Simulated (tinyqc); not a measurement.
Abrupt p-n junction, non-linear Poisson equation by Newton steps: one step of the calculation.

One dimension, p side on the left, n side on the right; net doping C = -Na for x < 0 and +Nd for x > 0. The potential psi is counted from the intrinsic level, and the quasi-Fermi potentials are flat: 0 for holes and -V for electrons, so n = ni exp((psi + V)/Vt) and p = ni exp(-psi/Vt) (Boltzmann statistics, full ionisation, no current).

Problem. Check against the exact first integral and the depletion approximation. ni = sqrt(Nc Nv) exp(-Eg/(2 Vt)), Eg in volts. Exact first integral for an abrupt junction with thick neutral sides: psi_p = -Vt ln(Na/ni), psi_n = Vt ln(Nd/ni) - V, psi_j = (Nd psi_n + Na psi_p - Vt (Nd - Na))/(Na + Nd) at the junction, n_j = ni exp((psi_j + V)/Vt), p_j = ni exp(-psi_j/Vt), and E_j^2 = (2 q/(eps0 eps_r)) [Nd (psi_n - psi_j - Vt) + Vt (n_j + p_j)] (minority densities of the neutral sides neglected). Depletion approximation: Vbi = Vt ln(Na Nd/ni^2), W = sqrt(2 eps0 eps_r (Vbi - V)(1/Na + 1/Nd)/q), xp = W Nd/(Na + Nd), xn = W Na/(Na + Nd), peak field 2 (Vbi - V)/W, capacitance eps0 eps_r/W.

Inputs (values chosen for the exercise); band and dielectric values close to those of silicon:
- T = 300 K (temperature)
- Eg = 1.14 eV (band gap)
- eps_r = 11.7 (relative permittivity)
- Nc = 2.78e19 cm^-3 (conduction-band density of states at T)
- Nv = 2.61e19 cm^-3 (valence-band density of states at T)
- Na = 4.3e17 cm^-3 (acceptor density of the p side)
- Nd = 9.1e17 cm^-3 (donor density of the n side)
- V = 0 V (bias of the p side against the n side)

Constants: q = 1.602176634e-19 C, kB = 1.380649e-23 J/K, Vt = kB T/q, eps0 = 8.8541878128e-14 F/cm where lengths are in cm. Results are converted to the units shown.

Find: psi_j; exact field at the junction; Vbi; W; peak field in the depletion approximation.

Solution.

psi_j = 0.16977 V
exact field at the junction = 284.13 kV/cm
Vbi = 0.94546 V
W = 64.706 nm
peak field in the depletion approximation = 292.23 kV/cm

Numbers from tinyqc (`OMP_NUM_THREADS=1 python tinyqc.py 2000072 2000073 out.jsonl`; about 0.02 s on one thread of a shared Intel Xeon 2.30GHz).
